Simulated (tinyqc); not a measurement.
# Conduction-band offset of an n-N heterojunction from carrier-profile moments: two studies

Layer 1 (x < 0) accumulates electrons and layer 2 (x > 0) is depleted. Boltzmann statistics. The bands bend down by V1 in layer 1 and up by V2 in layer 2, with V1 + V2 = VD = dE + Vt ln[(N2/Nc2)/(N1/Nc1)].

Parameters, values chosen for the exercise; values of the order of III-V alloys:
- T = 300 K (temperature)
- eps_r = 13.2 (relative permittivity of both layers)
- Nc1 = 7.5e17 cm^-3 (density of states of the narrow-gap layer 1)
- Nc2 = 7.7e17 cm^-3 (density of states of the wide-gap layer 2)
- dE = 0.28 eV (conduction-band offset)
- N1 = 1.6e16 cm^-3 (donor density in layer 1)
- N2 = 8.5e15 cm^-3 (donor density in layer 2)
- si = -7.4e10 cm^-2 (fixed charge at the interface)

Constants: q = 1.602176634e-19 C, kB = 1.380649e-23 J/K, Vt = kB T/q, eps0 = 8.8541878128e-14 F/cm where lengths are in cm. Results are converted to the units shown.

Each table varies one quantity; the others keep the values above.

## An error in the interface position

A C-V profile smears n(x) but keeps its zeroth and first moments: si = -int (N - n) dx, VD = (q/(eps0 eps_r)) int (N - n) x dx, dE = VD - Vt ln[(N2/Nc2)/(N1/Nc1)]. With the step of N placed at xi and the moment taken about xi, VD changes by (q/(eps0 eps_r)) [si xi + (N2 - N1) xi^2/2] and si by (N2 - N1) xi.

Result of one run:
```
xi (nm)	error of si (cm^-2)	error of dE (meV)
0	0	0
```

What becomes of these results when the assumed position of the interface xi is changed from 0 to 15 nm, all else the same?

Result of the changed run:
```
xi (nm)	error of si (cm^-2)	error of dE (meV)
15	-1.125e10	-16.37
```

The whole series:
```
xi (nm)	error of si (cm^-2)	error of dE (meV)
-30	2.250e10	25.81
-22.5	1.688e10	20.22
-15	1.125e10	14.06
-7.5	5.625e9	7.319
0	0	0
7.5	-5.625e9	-7.897
15	-1.125e10	-16.37
22.5	-1.688e10	-25.43
30	-2.250e10	-35.06
```

Among the rows the error of dE lies between -35.1 and 25.8 meV, with a linear part from si; the error of si is linear, -7.50e8 cm^-2 a nanometre.

## Effect of the doping of the wide-gap layer

Sheet densities from the first integral: Q1 = sqrt((2 eps0 eps_r Vt N1/q)(exp(u1) - u1 - 1)) extra electrons, Q2 = sqrt((2 eps0 eps_r Vt N2/q)(exp(-u2) + u2 - 1)) missing ones, u = V/Vt; neutrality Q1 = Q2 + si.

Effect of the doping of the wide-gap layer:
```
N2 (cm^-3)	VD (V)	V1 (V)	Q1 (cm^-2)	n(0-)/Nc1
3e15	0.2360	0.008825	1.988e10	0.03001
5.6e15	0.2522	0.02224	5.513e10	0.05043
1e16	0.2672	0.03595	9.910e10	0.08572
1.9e16	0.2838	0.05216	1.648e11	0.1604
3.5e16	0.2996	0.06821	2.499e11	0.2985
6.5e16	0.3156	0.08480	3.668e11	0.5670
1.2e17	0.3314	0.1013	5.239e11	1.075
```

What does the table show?

Q1 rises from 1.99e10 to 5.24e11 cm^-2, as N2^(0.89) over the table, while VD grows by Vt ln 10 a decade and the share V1/VD rises from 0.0374 to 0.306. For N2 = 6.5e16, 1.2e17 n(0-) nears or passes Nc1, where degeneracy and quantisation lower Q1.

Computed by the program tinyqc: `OMP_NUM_THREADS=1 python tinyqc.py 2410057 2410058 out.jsonl`, one thread of a shared Intel Xeon 2.30GHz, about 0.09 s for the whole run.
